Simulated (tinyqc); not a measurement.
CID on RHF in the sto-3g basis, frozen core, for BeH+, spin multiplicity 1, step by step. Computed by tinyqc, a small Python program that keeps every step (integrals from PySCF). Settings: charge = 1, multiplicity = 1, basis = sto-3g, method = RHF, frozen orbitals = 1, energy threshold = 1e-10, iteration cap = 60, orthogonalisation = symmetric, start = core, DIIS depth = 6, ci = CID, davidson = 1. Command: `OMP_NUM_THREADS=1 python tinyqc.py 23537 23538 out.jsonl` (the two numbers bound the seeds that draw the settings). One thread of a shared host (Intel(R) Xeon(R) Processor @ 2.60GHz), about 0.1 s of CPU time with the checks. The early iterations of the SCF are left out here.

## One-electron integrals

Geometry (angstrom):
```
atom       x       y       z
Be    0.0000  0.0000  0.0000
H     0.0000  0.0000  1.5260
```

Basis sto-3g: exponents (1/bohr^2) and contraction coefficients of normalised primitives:
```
element  l (shell)  exponent  coefficient
Be           s (1)   30.1679       0.1543
Be           s (1)    5.4951       0.5353
Be           s (1)    1.4872       0.4446
Be           s (2)    1.3148      -0.1000
Be           s (2)    0.3055       0.3995
Be           s (2)    0.0994       0.7001
Be           p (3)    1.3148       0.1559
Be           p (3)    0.3055       0.6077
Be           p (3)    0.0994       0.3920
H            s (1)    3.4253       0.1543
H            s (1)    0.6239       0.5353
H            s (1)    0.1689       0.4446
```

Overlap, kinetic and nuclear-attraction integrals over the contracted functions; the nuclear repulsion is the sum of Za Zb / Rab.

nuclear repulsion = 1.387096 hartree

overlap S, order 1Be 1s, 1Be 2s, 1Be 2px, 1Be 2py, 1Be 2pz, 2H 1s:
```
[[1.0000, 0.2595, 0.0000, 0.0000, 0.0000, 0.0462],
 [0.2595, 1.0000, 0.0000, 0.0000, 0.0000, 0.3871],
 [0.0000, 0.0000, 1.0000, 0.0000, 0.0000, 0.0000],
 [0.0000, 0.0000, 0.0000, 1.0000, 0.0000, 0.0000],
 [0.0000, 0.0000, 0.0000, 0.0000, 1.0000, 0.4685],
 [0.0462, 0.3871, 0.0000, 0.0000, 0.4685, 1.0000]]
```

kinetic energy T (hartree), order 1Be 1s, 1Be 2s, 1Be 2px, 1Be 2py, 1Be 2pz, 2H 1s:
```
[[6.6940, -0.0330, 0.0000, 0.0000, 0.0000, -0.0127],
 [-0.0330, 0.2111, 0.0000, 0.0000, 0.0000, 0.0436],
 [0.0000, 0.0000, 0.6606, 0.0000, 0.0000, 0.0000],
 [0.0000, 0.0000, 0.0000, 0.6606, 0.0000, 0.0000],
 [0.0000, 0.0000, 0.0000, 0.0000, 0.6606, 0.1364],
 [-0.0127, 0.0436, 0.0000, 0.0000, 0.1364, 0.7600]]
```

nuclear attraction V (hartree), order 1Be 1s, 1Be 2s, 1Be 2px, 1Be 2py, 1Be 2pz, 2H 1s:
```
[[-14.9079, -1.9892, 0.0000, 0.0000, -0.0139, -0.3536],
 [-1.9892, -2.6468, 0.0000, 0.0000, -0.1268, -0.9881],
 [0.0000, 0.0000, -2.5963, 0.0000, 0.0000, 0.0000],
 [0.0000, 0.0000, 0.0000, -2.5963, 0.0000, 0.0000],
 [-0.0139, -0.1268, 0.0000, 0.0000, -2.6922, -1.1758],
 [-0.3536, -0.9881, 0.0000, 0.0000, -1.1758, -2.6087]]
```

core Hamiltonian H = T + V (hartree), order 1Be 1s, 1Be 2s, 1Be 2px, 1Be 2py, 1Be 2pz, 2H 1s:
```
[[-8.2139, -2.0223, 0.0000, 0.0000, -0.0139, -0.3663],
 [-2.0223, -2.4356, 0.0000, 0.0000, -0.1268, -0.9446],
 [0.0000, 0.0000, -1.9357, 0.0000, 0.0000, 0.0000],
 [0.0000, 0.0000, 0.0000, -1.9357, 0.0000, 0.0000],
 [-0.0139, -0.1268, 0.0000, 0.0000, -2.0316, -1.0394],
 [-0.3663, -0.9446, 0.0000, 0.0000, -1.0394, -1.8487]]
```

## Two-electron integrals

Functions are numbered as in S; the eight-fold symmetry (ij|kl) = (ji|kl) = (kl|ij) leaves the list below.

Two-electron integrals (ij|kl) in chemists' order, unique and non-zero (hartree):
```
(11|11) 2.2988   (21|11) 0.3920   (21|21) 0.0795   (22|11) 0.5710
(22|21) 0.1430   (22|22) 0.4177   (31|31) 0.0146   (32|31) 0.0219
(32|32) 0.0923   (33|11) 0.5696   (33|21) 0.1431   (33|22) 0.4176
(33|33) 0.4499   (41|41) 0.0146   (42|41) 0.0219   (42|42) 0.0923
(43|43) 0.0242   (44|11) 0.5696   (44|21) 0.1431   (44|22) 0.4176
(44|33) 0.4014   (44|44) 0.4499   (51|51) 0.0146   (52|51) 0.0219
(52|52) 0.0923   (53|53) 0.0242   (54|54) 0.0242   (55|11) 0.5696
(55|21) 0.1431   (55|22) 0.4176   (55|33) 0.4014   (55|44) 0.4014
(55|55) 0.4499   (61|11) 0.0689   (61|21) 0.0140   (61|22) 0.0253
(61|33) 0.0252   (61|44) 0.0252   (61|51) 0.0012   (61|52) 0.0023
(61|55) 0.0257   (61|61) 0.0026   (62|11) 0.1770   (62|21) 0.0450
(62|22) 0.1446   (62|33) 0.1390   (62|44) 0.1390   (62|51) 0.0059
(62|52) 0.0370   (62|55) 0.1557   (62|61) 0.0088   (62|62) 0.0764
(63|31) 0.0040   (63|32) 0.0191   (63|53) 0.0063   (63|63) 0.0067
(64|41) 0.0040   (64|42) 0.0191   (64|54) 0.0063   (64|64) 0.0067
(65|11) 0.1937   (65|21) 0.0499   (65|22) 0.1678   (65|33) 0.1578
(65|44) 0.1578   (65|51) 0.0095   (65|52) 0.0573   (65|55) 0.1874
(65|61) 0.0101   (65|62) 0.1005   (65|65) 0.1361   (66|11) 0.3453
(66|21) 0.0894   (66|22) 0.3224   (66|33) 0.2992   (66|44) 0.2992
(66|51) 0.0133   (66|52) 0.1091   (66|55) 0.3684   (66|61) 0.0178
(66|62) 0.2191   (66|65) 0.3052   (66|66) 0.7746
```

## Orthogonalisation

S = U s U^T; symmetric (Loewdin) form X = U s^(-1/2) U^T, so that X^T S X = 1.

eigenvalues of S: [0.3791, 0.7949, 1.0000, 1.0000, 1.1796, 1.6464]

X, order 1Be 1s, 1Be 2s, 1Be 2px, 1Be 2py, 1Be 2pz, 2H 1s:
```
[[1.0277, -0.1444, 0.0000, 0.0000, -0.0104, 0.0232],
 [-0.1444, 1.1091, 0.0000, 0.0000, 0.0974, -0.2636],
 [0.0000, 0.0000, 1.0000, 0.0000, 0.0000, 0.0000],
 [0.0000, 0.0000, 0.0000, 1.0000, 0.0000, 0.0000],
 [-0.0104, 0.0974, 0.0000, 0.0000, 1.1148, -0.3121],
 [0.0232, -0.2636, 0.0000, 0.0000, -0.3121, 1.1942]]
```

## Starting guess

The start is the orbitals of the core Hamiltonian; D = 2 C_occ C_occ^T.

D at the start, order 1Be 1s, 1Be 2s, 1Be 2px, 1Be 2py, 1Be 2pz, 2H 1s:
```
[[2.0899, -0.3222, 0.0000, 0.0000, -0.2254, -0.0239],
 [-0.3222, 1.1231, 0.0000, 0.0000, 0.8992, 0.1426],
 [0.0000, 0.0000, 0.0000, 0.0000, 0.0000, 0.0000],
 [0.0000, 0.0000, 0.0000, 0.0000, 0.0000, 0.0000],
 [-0.2254, 0.8992, 0.0000, 0.0000, 0.7204, 0.1145],
 [-0.0239, 0.1426, 0.0000, 0.0000, 0.1145, 0.0183]]
```

## Iteration 8 (converged): orbitals

converged F (hartree), order 1Be 1s, 1Be 2s, 1Be 2px, 1Be 2py, 1Be 2pz, 2H 1s:
```
[[-5.0078, -1.4073, 0.0000, 0.0000, 0.0174, -0.2545],
 [-1.4073, -0.8625, 0.0000, 0.0000, -0.1270, -0.4839],
 [0.0000, 0.0000, -0.1360, 0.0000, 0.0000, 0.0000],
 [0.0000, 0.0000, 0.0000, -0.1360, 0.0000, 0.0000],
 [0.0174, -0.1270, 0.0000, 0.0000, -0.2920, -0.4043],
 [-0.2545, -0.4839, 0.0000, 0.0000, -0.4043, -0.4911]]
```

Diagonalise F' = X^T F X, C = X C', fill 2 alpha and 2 beta electrons from the bottom; D = 2 C_occ C_occ^T. Each column has its largest component positive (the first on a tie).

F' = X^T F X (hartree):
```
[[-4.8990, -0.7073, 0.0000, 0.0000, 0.0169, -0.0104],
 [-0.7073, -0.4953, 0.0000, 0.0000, 0.0011, -0.3186],
 [0.0000, 0.0000, -0.1360, 0.0000, 0.0000, 0.0000],
 [0.0000, 0.0000, 0.0000, -0.1360, 0.0000, 0.0000],
 [0.0169, 0.0011, 0.0000, 0.0000, -0.1354, -0.3261],
 [-0.0104, -0.3186, 0.0000, 0.0000, -0.3261, -0.2034]]
```

orbital energies (hartree): [-5.0106, -0.7016, -0.2591, -0.1360, -0.1360, 0.2383]

coefficients C, order 1Be 1s, 1Be 2s, 1Be 2px, 1Be 2py, 1Be 2pz, 2H 1s:
```
[[0.9929, -0.1926, -0.2009, 0.0000, 0.0000, 0.1193],
 [0.0265, 0.5911, 0.7543, 0.0000, 0.0000, -0.6410],
 [0.0000, 0.0000, 0.0000, 0.0552, 0.9985, 0.0000],
 [0.0000, 0.0000, 0.0000, 0.9985, -0.0552, 0.0000],
 [-0.0019, 0.2826, -0.6219, 0.0000, 0.0000, -0.9398],
 [-0.0026, 0.4943, -0.2788, 0.0000, 0.0000, 1.1276]]
```

D after iteration 8, order 1Be 1s, 1Be 2s, 1Be 2px, 1Be 2py, 1Be 2pz, 2H 1s:
```
[[2.0460, -0.1751, 0.0000, 0.0000, -0.1125, -0.1956],
 [-0.1751, 0.7003, 0.0000, 0.0000, 0.3340, 0.5843],
 [0.0000, 0.0000, 0.0000, 0.0000, 0.0000, 0.0000],
 [0.0000, 0.0000, 0.0000, 0.0000, 0.0000, 0.0000],
 [-0.1125, 0.3340, 0.0000, 0.0000, 0.1597, 0.2794],
 [-0.1956, 0.5843, 0.0000, 0.0000, 0.2794, 0.4887]]
```

Within a degenerate level the vectors are fixed only up to a rotation; this is one choice.

## Convergence

Stop when the energy changes by less than 1e-10 hartree and every element of the error matrix X^T (F D S - S D F) X is below 3e-06.

Course of the cycle:
```
iteration  E (hartree)     change  largest element of the error matrix
1           -14.473151          -                             3.18e-01
2           -14.646544  -1.73e-01                             6.20e-02
3           -14.651567  -5.02e-03                             1.25e-02
4           -14.652183  -6.16e-04                             4.01e-03
5           -14.652245  -6.25e-05                             9.61e-05
6           -14.652245  -3.08e-08                             2.72e-05
7           -14.652245  -2.94e-09                             1.24e-07
8           -14.652245  -4.62e-14                             8.16e-09
```

PySCF RHF in the same basis = -14.652245 hartree

Converged in 8 iterations.

## Populations, bond orders and dipole

Mulliken: Z minus the diagonal of D S on the atom; Loewdin: the same with S^(1/2) D S^(1/2); Mayer order: 2 sum_s sum (D(s) S)_ij (D(s) S)_ji over the two atoms.

Charges (e):
```
atom  Mulliken  Loewdin
1Be     0.8367   0.8639
2H      0.1633   0.1361
```

Mayer bond orders:
```
pair   order
2-1   0.9733
```

dipole moment about the origin, x y z (debye): [0.0000, 0.0000, -2.1386]

## Integrals over molecular orbitals

(pq|rs) = sum C_ip C_jq C_kr C_ls (ij|kl), one index at a time.

one-electron integrals over orbitals h = C^T H C (hartree):
```
[[-8.2043, 0.1653, 0.2010, 0.0000, 0.0000, -0.0735],
 [0.1653, -2.1228, -0.0178, 0.0000, 0.0000, 0.1981],
 [0.2010, -0.0178, -1.9226, 0.0000, 0.0000, -0.0568],
 [0.0000, 0.0000, 0.0000, -1.9357, 0.0000, 0.0000],
 [0.0000, 0.0000, 0.0000, 0.0000, -1.9357, 0.0000],
 [-0.0735, 0.1981, -0.0568, 0.0000, 0.0000, -1.6331]]
```

Two-electron integrals over orbitals (pq|rs), unique and non-zero (hartree); the lowest 1 orbital is frozen and left out:
```
(22|22) 0.5030    (32|22) -0.0678   (32|32) 0.0429    (33|22) 0.3208
(33|32) 0.0320    (33|33) 0.4557    (42|42) 0.0435    (43|42) 0.0321
(43|43) 0.0510    (44|22) 0.3602    (44|32) 0.0255    (44|33) 0.3948
(44|44) 0.4499    (52|52) 0.0435    (53|52) 0.0321    (53|53) 0.0510
(54|54) 0.0242    (55|22) 0.3602    (55|32) 0.0255    (55|33) 0.3948
(55|44) 0.4014    (55|55) 0.4499    (62|22) 0.0441    (62|32) -0.0493
(62|33) -0.0239   (62|44) -0.0618   (62|55) -0.0618   (62|62) 0.1215
(63|22) -0.0561   (63|32) 0.0374    (63|33) 0.0564    (63|44) 0.0235
(63|55) 0.0235    (63|62) -0.0520   (63|63) 0.0544    (64|42) -0.0286
(64|43) -0.0123   (64|64) 0.0249    (65|52) -0.0286   (65|53) -0.0123
(65|65) 0.0249    (66|22) 0.5041    (66|32) -0.0686   (66|33) 0.3486
(66|44) 0.3641    (66|55) 0.3641    (66|62) 0.0745    (66|63) -0.0583
(66|66) 0.5436
```

## CID: determinants and Hamiltonian

one-electron integrals dressed by the frozen orbital, h + 2 (pq|11) - (p1|1q) (hartree), order 2, 3, 4, 5, 6:
```
[[-1.2046, 0.0678, 0.0000, 0.0000, -0.0441],
 [0.0678, -0.8578, 0.0000, 0.0000, 0.0630],
 [0.0000, 0.0000, -0.8129, 0.0000, 0.0000],
 [0.0000, 0.0000, 0.0000, -0.8129, 0.0000],
 [-0.0441, 0.0630, 0.0000, 0.0000, -0.6485]]
```

energy of the frozen orbital, 2 h_11 + (11|11) = -14.133096 hartree

Hartree-Fock energy = -14.652245 hartree

Slater-Condon rules over spin orbitals, with the nuclear repulsion and the energy of the frozen orbital added and E(HF) subtracted on the diagonal. Only determinants linked to the reference directly or through others are kept (one block of an abelian symmetry group), so some states are absent.

Occupation strings over the orbitals (2 doubly, a alpha, b beta, 0 empty; spin orbitals ordered 1a 1b 2a 2b ...): 220000 202000 20a00b 200200 200020 20b00a 200002

H - E(HF) between determinants (hartree), order 220000, 202000, 20a00b, 200200, 200020, 20b00a, 200002:
```
[[0.0000, 0.0429, -0.0493, 0.0435, 0.0435, 0.0493, 0.1215],
 [0.0429, 0.6463, 0.1194, 0.0510, 0.0510, -0.1194, 0.0544],
 [-0.0493, 0.1194, 0.7486, -0.0123, -0.0123, -0.0544, 0.0047],
 [0.0435, 0.0510, -0.0123, 0.7304, 0.0242, 0.0123, 0.0249],
 [0.0435, 0.0510, -0.0123, 0.0242, 0.7304, 0.0123, 0.0249],
 [0.0493, -0.1194, -0.0544, 0.0123, 0.0123, 0.7486, -0.0047],
 [0.1215, 0.0544, 0.0047, 0.0249, 0.0249, -0.0047, 1.1529]]
```

## CID: roots

Diagonalise (each vector has its largest component positive (the first on a tie)); all determinants have Ms = 0, so triplets appear too. The lowest singlet root is the correlation energy.

lowest roots of this matrix, relative to E(HF) (hartree): [-0.0259, 0.5177, 0.6942, 0.7061, 0.7765, 0.9095, 1.1789]

lowest vectors, order 220000, 202000, 20a00b, 200200, 200020, 20b00a, 200002:
```
[[0.9859, 0.0811, 0.0000, 0.0000],
 [-0.0725, 0.8112, 0.0000, 0.0000],
 [0.0683, -0.3435, 0.7071, 0.0000],
 [-0.0450, -0.2185, 0.0000, 0.7071],
 [-0.0450, -0.2185, 0.0000, -0.7071],
 [-0.0683, 0.3435, 0.7071, 0.0000],
 [-0.0970, -0.0627, 0.0000, 0.0000]]
```

<S^2> of these roots: [0.0000, 0.0000, 2.0000, 0.0000, 0.0000, 0.0000, 0.0000]

weight of the ground state by excitation level 0, 1, 2, ...: [0.9720, 0.0000, 0.0280]

## The lowest root by the Davidson method

Start from the reference; add the residual divided by (theta - H_ii), orthogonalised, at each step.

Davidson iterations:
```
iteration  subspace  lowest Ritz value (hartree)  residual norm
1                 1                            0       1.59e-01
2                 2                    -0.025644       1.29e-02
3                 3                    -0.025903       2.04e-03
4                 4                    -0.025909       3.39e-04
5                 5                    -0.025909       1.60e-16
```
